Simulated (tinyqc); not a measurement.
Carrier lifetime of an n-type layer with SRH, radiative, Auger and surface recombination: two steps of the calculation.

Uniform excess density dn = dp (no trapping), n = n0 + dn, p = p0 + dn, Boltzmann statistics, full ionisation. Surfaces enter as a rate 2 S dn/d, which holds while diffusion to them is fast.

Inputs (values chosen for the exercise); band and dielectric values close to those of germanium:
```
symbol     value        unit                                      meaning
T            300           K                                  temperature
Eg         0.669          eV                                     band gap
Nc       1.05e19       cm^-3       conduction-band density of states at T
Nv       6.09e18       cm^-3          valence-band density of states at T
B       6.37e-14      cm^3/s                        radiative coefficient
N         4.2e17       cm^-3                                donor density
Cn       1.2e-30      cm^6/s            Auger coefficient (two electrons)
Cp       5.6e-31      cm^6/s                Auger coefficient (two holes)
Nt          1e11       cm^-3                                 trap density
sn         1e-17        cm^2          capture cross-section for electrons
sp         2e-16        cm^2              capture cross-section for holes
vth        1.1e7        cm/s             thermal velocity (both carriers)
Et          0.19          eV         trap level below the conduction band
S              0        cm/s  surface recombination velocity (both faces)
d             20          um                             sample thickness
G         1.8e19  cm^-3 s^-1                              generation rate
```

Constants: q = 1.602176634e-19 C, kB = 1.380649e-23 J/K, Vt = kB T/q. Results are converted to the units shown.

Question 1. Equilibrium densities and SRH constants. ni = sqrt(Nc Nv) exp(-Eg/(2 Vt)), Eg in volts; majority density N/2 + sqrt(N^2/4 + ni^2), n0 p0 = ni^2; n1 = Nc exp(-Et/Vt), p1 = Nv exp((Et - Eg)/Vt); tn0 = 1/(sn vth Nt), tp0 = 1/(sp vth Nt).

Wanted: ni; n0; p0; n1; p1; tn0; tp0.

Answer 1.

ni = 1.9211e13 cm^-3
n0 = 4.2000e17 cm^-3
p0 = 8.7872e8 cm^-3
n1 = 6.7504e15 cm^-3
p1 = 5.4673e10 cm^-3
tn0 = 0.090909 s
tp0 = 0.0045455 s

Question 2. New dn. With e = n p - ni^2 = dn (n0 + p0 + dn): U_SRH = e/(tp0 (n + n1) + tn0 (p + p1)), U_rad = B e, U_Aug = (Cn n + Cp p) e, U_s = 2 S dn/d. Substitution: tau = dn/U with U the sum, dn(new) = G tau.

dn after iteration 1 = 7.5422457e13 cm^-3
n0 = 4.2000000e17 cm^-3
p0 = 8.7872291e8 cm^-3
n1 = 6.7504043e15 cm^-3
p1 = 5.4672818e10 cm^-3
tn0 = 0.090909091 s
tp0 = 0.0045454545 s

Find: U_SRH; U_rad; U_Aug; U_s; tau; dn after iteration 2.

Answer 2.

U_SRH = 1.627e16 cm^-3 s^-1
U_rad = 2.018e18 cm^-3 s^-1
U_Aug = 1.597e19 cm^-3 s^-1
U_s = 0 cm^-3 s^-1
tau = 4.189e-6 s
dn after iteration 2 = 7.539e13 cm^-3

Numbers from tinyqc (`OMP_NUM_THREADS=1 python tinyqc.py 2300004 2300005 out.jsonl`; about 0.01 s on one thread of a shared Intel Xeon 2.30GHz).
